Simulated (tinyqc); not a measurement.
# Changing the HCl added

Model: speciation in dilute and buffered hydrofluoric acid, oxide etch rate and bath loading. Computed by tinyqc, a small Python program. Command: `OMP_NUM_THREADS=1 python tinyqc.py 3120744 3120745 out.jsonl hfetch sweep`. One thread of a shared host (Intel(R) Xeon(R) Processor @ 2.30GHz), about 0.01 s of CPU time with the checks.

Concentrations stand for activities, NH4+ and Cl- are spectators, and water ionisation is neglected. H, F and HF2 denote the ions H+, F- and HF2-. The base temperature is 298 K.

Inputs (values chosen for the exercise, of the order of those for thermal oxide at room temperature): HF added = 0.72 mol/L; NH4F added = 0 mol/L; K1 = [H][F]/[HF] = 0.000732 mol/L; K2 = [HF2]/([HF][F]) = 3.87 L/mol; K3 = [H2F2]/[HF]^2 = 3.1 L/mol; rate constant of neutral HF k_a = 18 nm L/(min mol); rate constant of HF2 k_b = 47 nm L/(min mol); activation energy = 0.43 eV; temperature error = 2.5 K; oxide removed per wafer = 23 nm.

Constants: k_B = 8.617333262e-05 eV/K.

Method:
- Fluoride balance: [HF] + [F] + 2 [HF2] + 2 [H2F2] = HF added + NH4F added. Acid balance: [H] + [HF] + [HF2] + 2 [H2F2] = HF added + HCl added. For a trial [H], [HF] = [H][F]/K1, and the fluoride balance is a quadratic in [F].
- The root is refined to 1e-13 in pH = -log10 [H].
- Rate = k_a ([HF] + 2 [H2F2]) + k_b [HF2], an empirical two-term form.
- Time = oxide/rate; a temperature error changes the rate by exp((E_a/k_B)(1/298 - 1/(298 + error))) - 1.

One run for each value:
```
HCl added (mol/L)  etch rate (nm/min)       pH  [HF2] (mol/L)  share of HF2 in the rate (%)
0.001                          12.895   1.6945      0.0096846                        3.5298
0.0026                         12.898   1.6766      0.0093117                        3.3932
0.0067                         12.904   1.6311      0.0084258                        3.0689
0.017                          12.917   1.5219      0.0066156                        2.4072
0.045                          12.935   1.2794      0.0038399                        1.3952
0.3                            12.956   0.5210      0.0006807                        0.2469
0.77                           12.958   0.1132      0.0002668                        0.0968
2                              12.959  -0.3011      0.0001028                        0.0373
```

Give the missing row, HCl added (mol/L) = 0.12.

Computed row:
```
HCl added (mol/L)  etch rate (nm/min)      pH  [HF2] (mol/L)  share of HF2 in the rate (%)
0.12                           12.950  0.9092      0.0016559                        0.6010
```

Interpolating between the two neighbouring rows (the first column on a logarithmic scale, the others too where they are positive) misses most in pH, by 12 %. Over the rows, etch rate (nm/min) rises from 12.90 to 12.96; pH falls from 1.69 to -0.301; [HF2] (mol/L) falls from 0.00968 to 1.03e-4 (exponent d ln y / d ln x -0.041 between the first rows and -1.00 between the last).

Caution (rows 0.770, 2.00): at ionic strengths above about 0.5 mol/L activities differ much from concentrations, so pH and rates are only indicative.
